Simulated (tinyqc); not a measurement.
Inside a calculation. Model: rigid-ion and shell models of the dielectric response of an ionic crystal. Computed by tinyqc, a small Python program that keeps every step. Command: `OMP_NUM_THREADS=1 python tinyqc.py 3028402 3028403 out.jsonl shell walk`. One thread of a shared host (Intel(R) Xeon(R) Processor @ 2.30GHz), about 0.01 s of CPU time with the checks. Intermediate numbers are printed to about 7 digits and carried at full precision; extremes and crossings named in words are read from the listed rows.

Charges +Z and -Z; 4 nearest neighbours, Madelung constant M = 1.638055, volume per ion pair Omega = 3.079201 d^3. Energy per pair U = -M Z^2 e2/d + 4 A exp(-d/rho), e2 = e^2/(4 pi eps_0). In the shell model the anion is a core of charge Y - Z and a massless shell of charge -Y, joined by the spring k; the repulsion acts on the shell. Each ion feels the Lorentz field E + (4 pi/3) P (Gaussian units).

Inputs (values chosen for the exercise, for a model crystal):
```
quantity                       value           unit
nearest-neighbour distance d     2.8       angstrom
ionic charge Z                     1              e
hardness d/rho                  11.5              -
cation mass                     47.4              u
anion mass                      79.9              u
shell charge size Y             3.39              e
core-shell spring k             71.9  eV/angstrom^2
cation polarisability alpha_+   0.69     angstrom^3
film thickness t                 3.9             nm
```

Structure: zinc blende.

Constants: e^2/(4 pi eps_0) = 14.39964548 eV angstrom; 1 eV/angstrom^3 = 160.2176634 GPa; nu for 1 eV/(angstrom^2 u) = 15.6333042 THz; 1 THz = 33.35640952 1/cm; eps_0 = 8.8541878128e-12 F/m; h x 1 THz = 4.135667696 meV.

## Equilibrium, bulk modulus and repulsive spring

Zero pressure fixes 4 A exp(-d/rho) = M Z^2 e2 rho/d^2. Then U = -(M Z^2 e2/d)(1 - rho/d), B = M Z^2 e2 (d/rho - 2)/(9 Omega d), and the spring of one sublattice against the other is R = (1/3) x (Laplacian of the repulsion summed over neighbours) = M Z^2 e2 (d/rho - 2)/(3 d^3), so R = 3 B Omega/d^2.

volume Omega = 67.59463 angstrom^3

lattice energy U = -7.691547 eV/pair

bulk modulus B = 21.07665 GPa

repulsive spring R = 3.402581 eV/angstrom^2

## Rigid ions

With C = 4 pi Z^2 e2/(3 Omega): mu lambda_TO = R - C, mu lambda_LO = R + 2 C; eps_inf = 1 and eps_s = lambda_LO/lambda_TO. lambda in eV/(angstrom^2 u) gives the wavenumber 15.6333042 x 33.35640952 x sqrt(lambda); mu is the reduced mass.

Coulomb spring C = 0.8923356 eV/angstrom^2

omega_TO, rigid ions = 151.4746 1/cm

omega_LO, rigid ions = 217.7461 1/cm

eps_s, rigid ions = 2.066432

## Shell model: electronic response

Eliminating the shell gives the anion polarisability alpha_- = Y^2 e2/(k + R), the Szigeti charge Z_S = Z - Y R/(k + R) and the softened spring R' = k R/(k + R). With b = 4 pi (alpha_+ + alpha_-)/(3 Omega): eps_inf = (1 + 2b)/(1 - b) (Clausius-Mossotti); Born charge Z* = Z_S (eps_inf + 2)/3.

anion polarisability alpha_- = 2.197563 angstrom^3

Szigeti charge Z_S = 0.8468213 e

softened spring R' = 3.248834 eV/angstrom^2

b = 0.1789402

eps_inf = 1.653814

Born charge Z* = 1.031376 e

Overlap pushes the shell back and lowers the effective charge to 85 % of Z; the local field then raises the Born charge to 103 % of Z.

## Shell model: lattice response

mu lambda_TO = R' - (4 pi e2/(3 Omega)) Z_S^2/(1 - b); mu lambda_LO = mu lambda_TO + 4 pi e2 Z*^2/(eps_inf Omega); eps_s = eps_inf lambda_LO/lambda_TO.

mu lambda_TO = 2.469476 eV/angstrom^2

omega_TO = 150.2395 1/cm

omega_LO = 195.7302 1/cm

eps_s = 2.806945

share of R' left after the dipole term = 0.7601115

The dipole field cancels 24 % of the short-range spring.

## As a gate dielectric

Capacitance per area eps_0 eps_s/t; equivalent oxide thickness EOT = t x 3.9/eps_s; the surface optical mode against silicon (eps = 11.7) lies at omega_TO sqrt[(eps_s + 11.7)/(eps_inf + 11.7)], and its squared coupling to channel electrons scales as g = hbar omega_SO [1/(11.7 + eps_inf) - 1/(11.7 + eps_s)], with hbar omega = h c x wavenumber.

capacitance per area = 6.372620 fF/micrometre^2

equivalent oxide thickness = 5.418703 nm

surface optical mode = 156.5920 1/cm

remote-phonon coupling g = 0.1155668 meV

## From rigid to soft shells

The formulas are those given above.

Response against the core-shell spring:
```
k (eV/angstrom^2)   eps_inf        Z_S        Z*  omega_TO (1/cm)  omega_LO (1/cm)     eps_s
58                 1.796355  0.8121455  1.027731         150.2319         192.2419  2.941465
72                 1.653011  0.8470245  1.031396         150.2396         195.7513  2.806187
93                 1.525818  0.8803481  1.034649         150.2463         199.3515  2.686174
130                1.407658  0.9135343  1.037671         150.2526         203.2063  2.574704
190                1.317784  0.9403589  1.039969         150.2574         206.5415  2.489931
290                1.252773  0.9606863  1.041632         150.2609         209.2132  2.428617
580                1.192632  0.9802285  1.043170         150.2641         211.9093  2.371900
2200               1.149318  0.9947650  1.044277         150.2664         214.0021  2.331055
```

From the stiffest to the softest shell eps_inf rises from 1.15 to 1.80 and Z_S falls from 0.99 to 0.81; omega_LO moves by -10 % and omega_TO by 0.0 %. Screening by eps_inf cuts the LO frequency, which rigid ions overstate (rigid ions: 218 per cm); eps_s goes from 2.33 to 2.94.

Checks made by the program: TO spring by direct elimination of the shell from the 2 x 2 energy matrix (relative difference below 1e-10); Szigeti's relation mu lambda_TO (eps_s + 2)/(eps_inf + 2) = R' (relative difference below 1e-10).
